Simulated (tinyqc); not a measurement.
What each parameter does: Wannier function of the lower band of a two-orbital chain.

H(k) = [[-d/2 - 2 ta cos k, -t1 - t2 exp(-ik)], [-t1 - t2 exp(ik), d/2 - 2 tb cos k]], k in 1/a, Bloch sums with exp(ikR) and without the positions inside the cell. Mesh k_j = 2 pi j/N. Projection gauge: each lower eigenvector u is multiplied by the phase that makes <trial|u> real and positive (the one-band case of Loewdin orthogonalisation). Wannier amplitudes w(R) = (1/N) sum_k exp(ikR) u(k); hoppings H(R) = (1/N) sum_k exp(-ikR) E(k).

Values chosen for the exercise:
- d = -0.79 eV (A at -d/2, B at +d/2)
- t1 = 1.36 eV (A-B in the cell)
- t2 = 1.49 eV (B to A of the next cell)
- ta = 0.08 eV (A-A between cells)
- tb = -0.09 eV (B-B between cells)
- xb = 0.51 a (position of B (A at 0))
- th = 60 degrees (trial orbital cos(th) A + sin(th) B in cell 0)

N = 24: centre (folded into [0, 1)) and Omega_I from overlaps M_j = u_j^+ diag(1, exp(-i b xb)) u_(j+1), b = 2 pi/N: centre = -(1/2 pi) Im ln prod M_j, Omega_I = mean(1 - |M_j|^2)/b^2; and the first two hoppings H(R).

One parameter was then changed.

Results before and after:

| case | centre (a) | Omega_I (a^2) | H(1) (eV) | H(2) (eV) |
|---|---|---|---|---|
| base | 0.5425 | 0.1536 | -0.5321 | 0.0815 |
| changed | 0.5379 | 0.1382 | -0.5630 | 0.0710 |

Which of these changes was made? (a) ta = 0.18 eV; (b) d = -0.49 eV; (c) t1 = 1.51 eV; (d) xb = 0.56 a; (e) th = 70 degrees; (f) t2 = 1.39 eV.

Answer: (a) ta = 0.18 eV. Of the candidates, run in turn, only this one gives the changed row.

All candidates:

| case | centre (a) | Omega_I (a^2) | H(1) (eV) | H(2) (eV) |
|---|---|---|---|---|
| base | 0.5425 | 0.1536 | -0.5321 | 0.0815 |
| d = -0.49 eV | 0.5551 | 0.1987 | -0.5555 | 0.0928 |
| t1 = 1.51 eV | 0.5009 | 0.1647 | -0.5682 | 0.0895 |
| t2 = 1.39 eV | 0.5151 | 0.1525 | -0.5123 | 0.0780 |
| ta = 0.18 eV | 0.5379 | 0.1382 | -0.5630 | 0.0710 |
| xb = 0.56 a | 0.5754 | 0.1516 | -0.5321 | 0.0815 |
| th = 70 degrees | 0.5425 | 0.1536 | -0.5321 | 0.0815 |

The trial angle is a choice of gauge and moves none of these; xb enters the position operator alone, so it leaves the hoppings.

tinyqc: `OMP_NUM_THREADS=1 python tinyqc.py 1481726 1481727 out.jsonl`; about 0.2 s, one thread, shared Intel(R) Xeon(R) Processor @ 2.30GHz.
